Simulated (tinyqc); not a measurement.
Resonant-tunnelling diode, transfer matrices and Tsu-Esaki current: one step of the calculation.

Emitter (band edge 0), barrier d1, well Lw, barrier d2, spacer ds, collector (edge -V). The bias drops linearly over these layers and none in the contacts; each layer is cut into ns equal slices, flat at the value of their centres. E is the energy of motion across the layers, C = hbar^2/(2 m0), psi and psi'/m are continuous. Transport is coherent, T(E) is taken as independent of the transverse momentum, and charge in the well is ignored.

Task. Current from the resonance alone. J = J0 times the integral over E > 0 of T(E) N(E), N = ln[(1 + exp((Ef - E)/Vt))/(1 + exp((Ef - V - E)/Vt))], J0 = q^2 mw m0 kB T/(2 pi^2 hbar^3) (times 1e-4 for A/cm^2 per eV). For a sharp resonance J = J0 (pi G/2) Tp N(Er), with Er the peak energy, Tp the peak transmission and G the full width at half maximum (in eV). The three values given are estimates from a parabola through three points of 1/T(E).

Values chosen for this exercise; masses and offsets of a made-up heterostructure:
```
symbol,value,unit,meaning
T,300,K,temperature
mw,0.073,m0,"mass in the well, spacer and contacts"
Ef,0.057,eV,Fermi energy of both contacts above their band edges
V,0.11,V,bias of the collector
```

Constants: q = 1.602176634e-19 C, kB = 1.380649e-23 J/K, hbar = 1.054571817e-34 J s, m0 = 9.1093837015e-31 kg, Vt = kB T/q. Results are converted to the units shown.

Er = 0.054479239 eV
Tp = 0.91287809
G = 13.346280 meV

Wanted: J0; N(Er); J.

Result.

J0 = 3.0541e7 A/(cm^2 eV)
N(Er) = 0.72756
J = 425.25 kA/cm^2

The full integral over T(E) gives 404.0 kA/cm^2; the value above is 5.3 % above it.

Program tinyqc, `OMP_NUM_THREADS=1 python tinyqc.py 2600112 2600113 out.jsonl`; Intel Xeon 2.30GHz, shared host, one thread, about 0.1 s.
